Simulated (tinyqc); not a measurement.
Worked calculation: MP2 on RHF in the sto-3g basis, for H2, spin multiplicity 1. Computed by tinyqc, a small Python program that keeps every step (integrals from PySCF). Settings: charge = 0, multiplicity = 1, basis = sto-3g, method = RHF, energy threshold = 1e-10, iteration cap = 74, orthogonalisation = symmetric, start = core, DIIS depth = 6. Command: `OMP_NUM_THREADS=1 python tinyqc.py 31924 31925 out.jsonl` (the two numbers bound the seeds that draw the settings). One thread of a shared host (Intel(R) Xeon(R) Processor @ 2.60GHz), about 0.04 s of CPU time with the checks. The early iterations of the SCF are left out here.

## One-electron integrals

Geometry (angstrom):
```
atom         x         y         z
H     0.000000  0.000000  0.000000
H     0.000000  0.000000  0.774000
```

Basis sto-3g: exponents (1/bohr^2) and contraction coefficients of normalised primitives:
```
element  l (shell)  exponent  coefficient
H            s (1)  3.425251     0.154329
H            s (1)  0.623914     0.535328
H            s (1)  0.168855     0.444635
```

Overlap, kinetic and nuclear-attraction integrals over the contracted functions; the nuclear repulsion is the sum of Za Zb / Rab.

nuclear repulsion = 0.68369149 hartree

overlap S:
```
          1H 1s     2H 1s
1H 1s  1.000000  0.637680
2H 1s  0.637680  1.000000
```

kinetic energy T (hartree):
```
          1H 1s     2H 1s
1H 1s  0.760032  0.217184
2H 1s  0.217184  0.760032
```

nuclear attraction V (hartree):
```
           1H 1s      2H 1s
1H 1s  -1.859417  -1.137068
2H 1s  -1.137068  -1.859417
```

core Hamiltonian H = T + V (hartree):
```
           1H 1s      2H 1s
1H 1s  -1.099385  -0.919884
2H 1s  -0.919884  -1.099385
```

## Two-electron integrals

Functions are numbered as in S; the eight-fold symmetry (ij|kl) = (ji|kl) = (kl|ij) leaves the list below.

Two-electron integrals (ij|kl) in chemists' order, unique and non-zero (hartree):
```
(11|11) 0.774606   (21|11) 0.425384   (21|21) 0.275597   (22|11) 0.557278
(22|21) 0.425384   (22|22) 0.774606
```

## Orthogonalisation

S = U s U^T; symmetric (Loewdin) form X = U s^(-1/2) U^T, so that X^T S X = 1.

eigenvalues of S: 0.362320  1.637680

X:
```
           1H 1s      2H 1s
1H 1s   1.221372  -0.439950
2H 1s  -0.439950   1.221372
```

## Iteration 2 (converged): orbitals

converged F (hartree):
```
           1H 1s      2H 1s
1H 1s  -0.346999  -0.577851
2H 1s  -0.577851  -0.346999
```

Diagonalise F' = X^T F X, C = X C', fill 1 alpha and 1 beta electrons from the bottom; D = 2 C_occ C_occ^T. Each column has its largest component positive (the first on a tie).

F' = X^T F X (hartree):
```
           1          2
1   0.036209  -0.600941
2  -0.600941   0.036209
```

orbital energies (hartree): MO1 -0.564732, MO2 0.637150

coefficients C:
```
            MO1        MO2
1H 1s  0.552549   1.174732
2H 1s  0.552549  -1.174732
```

D after iteration 2:
```
          1H 1s     2H 1s
1H 1s  0.610620  0.610620
2H 1s  0.610620  0.610620
```

## Convergence

Stop when the energy changes by less than 1e-10 hartree and every element of the error matrix X^T (F D S - S D F) X is below 3e-06.

Course of the cycle:
```
iteration  E (hartree)    change  largest element of the error matrix
1          -1.11404586         -                             1.06e-16
2          -1.11404586  0.000000                             1.06e-16
```

PySCF RHF in the same basis = -1.11404586 hartree

Converged in 2 iterations.

## Integrals over molecular orbitals

(pq|rs) = sum C_ip C_jq C_kr C_ls (ij|kl), one index at a time.

one-electron integrals over orbitals h = C^T H C (hartree):
```
           1          2
1  -1.233005   0.000000
2   0.000000  -0.495421
```

Two-electron integrals over orbitals (pq|rs), unique and non-zero (hartree):
```
(11|11) 0.668273   (21|21) 0.183132   (22|11) 0.657852   (22|22) 0.691451
```

## Second-order Moller-Plesset energy

Hartree-Fock energy = -1.11404586 hartree

E2 = sum_ijab (ia|jb) [2 (ia|jb) - (ib|ja)] / (e_i + e_j - e_a - e_b) over occupied i, j and virtual a, b; the opposite-spin part is (ia|jb)^2 / denominator, the rest is same-spin, and SCS-MP2 scales them by 6/5 and 1/3.

Terms:
```
i  j  a  b   (ia|jb)   (ib|ja)  denominator       term
1  1  2  2  0.183132  0.183132    -2.403764  -0.013952
```

Pair energies (hartree; pair i-j sums ij and ji):
```
pair  opposite spin  same spin
1-1       -0.013952   0.000000
```

MP2 correlation energy = -0.01395198 hartree

SCS-MP2 correlation energy = -0.01674237 hartree

MP2 total energy = -1.12799784 hartree
